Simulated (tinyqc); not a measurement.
sp3s* tight binding with spin-orbit coupling, step by step. Values are carried at full precision from step to step, so a last printed digit may differ when a step is redone from the rounded ones.

sp3s* tight binding, nearest neighbours only: anion (a) at 0, cation (c) at a/4 (1,1,1), orbitals s, px, py, pz, s* on each; k in units of 2 pi/a. With phases e_j = exp(i (pi/2) k.n_j) for n = (1,1,1), (1,-1,-1), (-1,1,-1), (-1,-1,1): g0 = (e1+e2+e3+e4)/4, g1 = (e1+e2-e3-e4)/4, g2 = (e1-e2+e3-e4)/4, g3 = (e1-e2-e3+e4)/4. The diagonal holds the levels Esa, Epa, Exa (s*) and Esc, Epc, Exc. Anion-cation block: <sa|sc> = Vss g0; <sa|xc> = Vsapc g1; <xa|sc> = -Vscpa g1; <xa|xc> = Vxx g0; <xa|yc> = <ya|xc> = Vxy g3, <xa|zc> = <za|xc> = Vxy g2, <ya|zc> = <za|yc> = Vxy g1; <s*a|xc> = Vxapc g1; <xa|s*c> = -Vpaxc g1; y and z take g2 and g3 in place of g1; s-s* and s*-s* vanish.

Constants: hbar^2/2m0 = 3.80998211 eV angstrom^2.

Values chosen for the exercise (near a published set for GaAs, fitted to gaps, whose masses and valley positions are rough; spin-orbit coupling, where it is added without a refit, lifts the valence top and shrinks all gaps by about a third of the splitting; not measured data): k = (0.36, 0.36, 0.36) 2 pi/a (wave vector); Esa = -8.41 eV (s level of the anion); Epa = 1.035 eV (p level of the anion); Esc = -2.673 eV (s level of the cation); Epc = 3.685 eV (p level of the cation); Exa = 8.575 eV (s* level of the anion); Exc = 6.701 eV (s* level of the cation); Vss = -6.408 eV (s-s); Vxx = 1.954 eV (px-px); Vxy = 5.054 eV (px-py); Vsapc = 4.508 eV (s anion, p cation); Vscpa = 5.804 eV (s cation, p anion); Vxapc = 4.843 eV (s* anion, p cation); Vpaxc = 4.774 eV (p anion, s* cation); Da = 0.426 eV (atomic spin-orbit splitting, anion); Dc = 0.168 eV (the same, cation); a = 5.654 angstrom (lattice constant).

## Phase sums

Form g0 to g3 at this k.

g0, g1, g2, g3: 0.60191-0.15384i  -0.24242+0.38199i  -0.24242+0.38199i  -0.24242+0.38199i

## The Hamiltonian without spin-orbit coupling

Fill in the 10 x 10 matrix.

H(k) (eV), lower triangle (Hermitian):
```
                  sa               xa               ya               za              s*a       sc
sa           -8.4100
xa                 0           1.0350
ya                 0                0           1.0350
za                 0                0                0           1.0350
s*a                0                0                0                0           8.5750
sc   -3.8571-0.9858i   1.4070+2.2170i   1.4070+2.2170i   1.4070+2.2170i                0  -2.6730
xc   -1.0928-1.7220i   1.1761+0.3006i  -1.2252-1.9306i  -1.2252-1.9306i  -1.1740-1.8500i        0
yc   -1.0928-1.7220i  -1.2252-1.9306i   1.1761+0.3006i  -1.2252-1.9306i  -1.1740-1.8500i        0
zc   -1.0928-1.7220i  -1.2252-1.9306i  -1.2252-1.9306i   1.1761+0.3006i  -1.1740-1.8500i        0
s*c                0   1.1573+1.8236i   1.1573+1.8236i   1.1573+1.8236i                0        0

         xc      yc      zc     s*c
xc   3.6850
yc        0  3.6850
zc        0       0  3.6850
s*c       0       0       0  6.7010
```

## Levels at this k

Diagonalise H, which belongs to k = (0.36, 0.36, 0.36) (2 pi/a). Four bands are filled (two electrons each); give the make-up of band 5, the lowest empty one.

levels (eV): -11.3397  -5.9518  -1.1755  -1.1755  1.8466  3.9603  5.8955  5.8955  8.9263  11.4712

weights of band 5: s 0.545, p 0.323, s* 0.132

weight of band 5 on atom a = 0.319

The vertical gap at this k is 3.0222 eV; band 5 is mostly s-like.

## Levels at Gamma

Spin-orbit coupling acts within the p shell of each atom as (D/3) L.sigma, D = Da or Dc: it puts four states at Ep + D/3 and two at Ep - 2D/3.

At k = 0 only g0 = 1 is left and H falls into 2 x 2 blocks [[E_a, V], [V, E_c]] with roots (E_a + E_c)/2 -/+ sqrt(((E_a - E_c)/2)^2 + V^2); the s* levels stay uncoupled. The direct gap runs from the highest lower root of the p blocks to the lowest upper root.

Blocks at Gamma (eV):
```
block               E_a      E_c        V  lower root  upper root
s (Gamma6)      -8.4100  -2.6730  -6.4080    -12.5622      1.4792
p 3/2 (Gamma8)   1.1770   3.7410   1.9540      0.1220      4.7960
p 1/2 (Gamma7)   0.7510   3.5730   1.9540     -0.2482      4.5722
```

direct gap at Gamma = 1.3573 eV

The lowest empty level at Gamma is s-like. The split-off band lies 0.3702 eV below the top, between Dc = 0.168 and Da = 0.426 eV, weighted by where the valence p state sits.

## Bands near the gap

Diagonalise at L = (1/2,1/2,1/2), X = (1,0,0), W = (1,1/2,0), K = (3/4,3/4,0) and at the fractions named between them; energies from the top of the valence band at Gamma; the matrix is 20 x 20 and 8 levels are filled.

Levels (eV):
```
k        level 3  level 5  level 7  level 8  level 9  level 10  level 11
L         -7.126   -1.624   -1.394   -1.394    1.567     1.567     3.688
L-G 0.5   -4.286   -1.010   -0.776   -0.776    1.991     1.991     4.093
G         -0.370    0.000    0.000    0.000    1.357     1.357     4.450
G-X 0.2   -1.458   -0.617   -0.420   -0.420    2.151     2.151     4.062
G-X 0.4   -3.411   -1.463   -1.291   -1.291    2.657     2.657     3.173
G-X 0.6   -5.308   -2.286   -2.136   -2.136    2.411     2.411     2.657
G-X 0.7   -6.154   -2.612   -2.468   -2.468    2.177     2.177     2.534
G-X 0.8   -6.885   -2.855   -2.716   -2.716    2.023     2.023     2.407
G-X 0.9   -7.428   -3.005   -2.868   -2.868    1.942     1.942     2.309
X         -7.644   -3.056   -2.920   -2.920    1.918     1.918     2.272
W         -7.700   -3.146   -2.941   -2.899    1.886     1.951     2.232
K         -7.606   -3.293   -2.550   -2.533    1.857     1.885     2.386
K-G 0.5   -5.012   -2.141   -0.957   -0.947    2.257     2.280     3.417
```

On these points the lowest empty level is lowest at G, 1.357 eV above the top.

## Valleys and masses

The lowest conduction level (mean of the pair) at Gamma, at its minimum on (x,0,0) for x from 0.5 to 1, and at the point L (L, and X where the search ends there, need not be minima in this model; a zero or negative inverse mass shows it). Inverse masses m0/m = (E(+h) + E(-h) - 2 E)/(2 c q^2) with c = hbar^2/2m0, q = h 2 pi/a, h = 0.002; longitudinal along the valley axis ([100] at Gamma and Delta, [111] at L), transverse along [010] or [1-10]. A dash: the next level lies within 0.15 eV, so a single mass has no use there.

Valleys:
```
valley  x (2 pi/a)  E - Ev (eV)  m0/m_l  m0/m_t
Gamma       0.0000       1.3573    9.12    9.12
Delta       1.0000       1.9183    0.48    0.00
L           0.5000       1.5665    0.59    1.38
```

Of these three the lowest is Gamma, which makes the gap direct, 1.3573 eV. At Delta m0/m_t is 0.00. This nearest-neighbour model is fitted to gaps: it places the Delta minimum and the masses at Delta and L only roughly (transverse masses can be several times too heavy), and since its bands are flat from X to W the transverse mass grows too heavy towards X; d orbitals or second neighbours cure this.

## Checks

- Direct gap at Gamma from the blocks against the full matrix: both 1.35725.

Run: tinyqc, `OMP_NUM_THREADS=1 python tinyqc.py 1450836 1450837 out.jsonl`; Intel(R) Xeon(R) Processor @ 2.30GHz, one thread, shared host; about 0.2 s of CPU time with all checks.
